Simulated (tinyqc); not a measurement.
Schottky barrier on an n-type semiconductor with a surface-enhanced doping, non-linear Poisson equation by Newton steps: one step of the calculation.

One dimension, metal at x = 0, donor density C(x) = Nd + N0 exp(-x/Ls). Energies are counted from the electron Fermi level of the semiconductor and the conduction-band edge is Ec = -psi, so n = Nc exp(psi/Vt); holes follow the Fermi level of the metal, at -V, so p = Nv exp((V - psi - Eg)/Vt). Ends: psi(0) = V - phiB and psi = Vt ln(Nd/Nc) deep inside. Boltzmann statistics, full ionisation, no current, no image force in the Poisson equation.

Question. Converged densities, field and barrier lowering. n and p as above; E_i = -(psi_(i+1) - psi_i)/h_i; at the metal |E_0| = |E on interval 0| + q rho_0 (h_0/2)/(eps0 eps_r), rho_0 = p_0 - n_0 + C_0; image-force lowering dphi = sqrt(q |E_0|/(4 pi eps0 eps_r)).

Parameters, values chosen for the exercise; band and dielectric values close to those of cadmium telluride: temperature T = 350 K; band gap Eg = 1.5 eV; relative permittivity eps_r = 10.2; conduction-band density of states at T Nc = 9.92e17 cm^-3; valence-band density of states at T Nv = 2.29e19 cm^-3; bias of the metal against the semiconductor V = -1.8 V.

Constants: q = 1.602176634e-19 C, kB = 1.380649e-23 J/K, Vt = kB T/q, eps0 = 8.8541878128e-14 F/cm where lengths are in cm. Results are converted to the units shown.

| node | x (nm) | converged psi (V) | donor density C (cm^-3) |
|---|---|---|---|
| 0 | 0 | -2.6900000 | 4.43e16 |
| 1 | 98 | -1.3960768 | 3.0769323e16 |
| 2 | 212 | -0.5505153 | 2.0815236e16 |
| 3 | 344 | -0.1709888 | 1.4039994e16 |
| 4 | 497 | -0.1417385 | 9.7937704e15 |
| 5 | 675 | -0.1477555 | 7.3725486e15 |
| 6 | 881 | -0.1531580 | 6.1463070e15 |
| 7 | 1120 | -0.1560529 | 5.5993914e15 |
| 8 | 1400 | -0.1572684 | 5.3886203e15 |
| 9 | 1720 | -0.1576671 | 5.3220443e15 |
| 10 | 2090 | -0.1577741 | 5.3044121e15 |
| 11 | 2530 | -0.1577971 | 5.3006514e15 |
| 12 | 3030 | -0.1578006 | 5.3000741e15 |
| 13 | 3620 | -0.1578011 | 5.3000057e15 |

Find: n; p; field E; |E_0| at the metal; image-force lowering.

Answer.

| node | n (cm^-3) | p (cm^-3) |
|---|---|---|
| 0 | 1.829e-21 | 3.769e10 |
| 1 | 0.007832 | 8.801e-9 |
| 2 | 1.173e10 | 5.875e-21 |
| 3 | 3.423e15 | 2.014e-26 |
| 4 | 9.027e15 | 7.636e-27 |
| 5 | 7.395e15 | 9.322e-27 |
| 6 | 6.182e15 | 1.115e-26 |
| 7 | 5.616e15 | 1.227e-26 |
| 8 | 5.394e15 | 1.278e-26 |
| 9 | 5.324e15 | 1.295e-26 |
| 10 | 5.305e15 | 1.299e-26 |
| 11 | 5.301e15 | 1.300e-26 |
| 12 | 5.300e15 | 1.301e-26 |
| 13 | 5.300e15 | 1.301e-26 |

| interval | field E (kV/cm) |
|---|---|
| 0 | -132.0 |
| 1 | -74.2 |
| 2 | -28.8 |
| 3 | -1.9 |
| 4 | 0.3 |
| 5 | 0.3 |
| 6 | 0.1 |
| 7 | 0.0 |
| 8 | 0.0 |
| 9 | 0.0 |
| 10 | 0.0 |
| 11 | 0.0 |
| 12 | 0.0 |

|E_0| at the metal = 170.5 kV/cm
image-force lowering = 49.07 mV

tinyqc, about 0.1 s, one thread, Intel Xeon 2.30GHz (shared host): `OMP_NUM_THREADS=1 python tinyqc.py 2020015 2020016 out.jsonl`
